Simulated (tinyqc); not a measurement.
Inside a calculation. Method: Hubbard chain of 4 sites. One step of it, computed by the program tinyqc.

Question. Mean-field iteration 2. H(up) = T + U n(down), H(down) = T + U n(up); fill the lowest levels; n(new) = n + mixing (n(out) - n); E = tr T (rho up + rho down) + U sum n_up n_down of the output.

one-body matrix (hopping and site energies) (eV), lower triangle:
```
           1          2          3          4
1  -0.510000
2  -1.340000  -0.820000
3   0.000000  -1.340000   0.570000
4   0.000000   0.000000  -1.340000  -0.680000
```

U = 7.100000 eV

electrons, up and down: 2  2

mixing = 1

n(up) after iteration 1: 1 0.962404, 2 0.082585, 3 0.905508, 4 0.049504

n(down) after iteration 1: 1 0.033178, 2 0.943842, 3 0.049297, 4 0.973683

Give: levels, up; levels, down; energy; n(up) after iteration 2; n(down) after iteration 2.

Answer.

levels, up (eV): -0.6259  0.3930  6.1940  6.7989

levels, down (eV): -0.8747  -0.3998  6.5189  7.5156

energy = -2.9466 eV

n(up) after iteration 2: 1 0.9633, 2 0.0826, 3 0.9073, 4 0.0468

n(down) after iteration 2: 1 0.0342, 2 0.9398, 3 0.0541, 4 0.9718
